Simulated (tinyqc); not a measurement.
Double-gate transistor, scale length and short-channel effects: two steps of the calculation.

A body of thickness ts between two insulators of thickness ti and two tied gates. Below threshold the potential that source and drain add obeys Laplace's equation and vanishes on the gate. Its lowest mode decays along the channel as exp(-k y); k is the smallest positive root of the matching condition at the interface, and the scale length is Lambda = pi/k.

Values chosen for this exercise; permittivities: semiconductor close to that of silicon, insulator close to that of silicon nitride:
- T = 273 K (temperature)
- eps_r = 11.9 (relative permittivity of the semiconductor)
- ei = 7.13 (relative permittivity of the insulator)
- ti = 3.8 nm (insulator thickness)
- ts = 4.2 nm (body thickness)
- L = 42 nm (channel length)
- Vbi = 0.99 V (potential of the source)
- sT = 0.52 V (potential of the barrier top at threshold)
- VTL = 0.31 V (long-channel threshold)
- m = 1 (long-channel body factor)
- Vds = 1 V (drain voltage)

Constants: q = 1.602176634e-19 C, kB = 1.380649e-23 J/K, Vt = kB T/q. Results are converted to the units shown.

Task 1. Scan of the matching condition. f(k) = ei cos(k ti) cos(k ts/2) - eps_r sin(k ti) sin(k ts/2).

```
point,k (1/nm)
0,0.03375
1,0.0675
2,0.10125
3,0.135
4,0.16875
5,0.2025
6,0.23625
7,0.27
```

Find: f(k).

Result 1.

```
point,f(k)
0,6.9459
1,6.4011
2,5.5174
3,4.3305
4,2.8884
5,1.2493
6,-0.5206
7,-2.3494
```

The first change of sign lies between k = 0.2025 and 0.23625 1/nm.

Task 2. Threshold shift, barrier position and swing. Along the channel psi(y) = s + a exp(y/l) + b exp(-y/l) with psi(0) = Vbi, psi(L) = Vbi + Vds and l = 1/k = Lambda/pi; with A = Vbi - s, B = A + Vds, x = exp(-L/l): a = (B - A x) x/(1 - x^2), b = (A - B x)/(1 - x^2). The minimum is s + 2 sqrt(a b), at y = (l/2) ln(b/a). The long-channel potential follows the gate as s = sT + (Vg - VTL)/m, and the threshold VT is the gate voltage at which the minimum equals sT. Swing = m Vt ln 10/g at threshold, g = d(minimum)/ds = 1 - (b x + a)/((1 + x) sqrt(a b)).

l = 4.4150082 nm

Find: s at threshold; a; b; position of the minimum; VT; swing.

Result 2.

s at threshold = 0.5054 V
a = 1.097e-4 V
b = 0.4845 V
position of the minimum = 18.53 nm
VT = 0.2954 V
swing = 55.27 mV/decade

The threshold lies 14.6 mV below the long-channel value, and the barrier top sits at 0.44 L from the source.

tinyqc, about 0.01 s, one thread, Intel Xeon 2.30GHz (shared host): `OMP_NUM_THREADS=1 python tinyqc.py 2420004 2420005 out.jsonl`
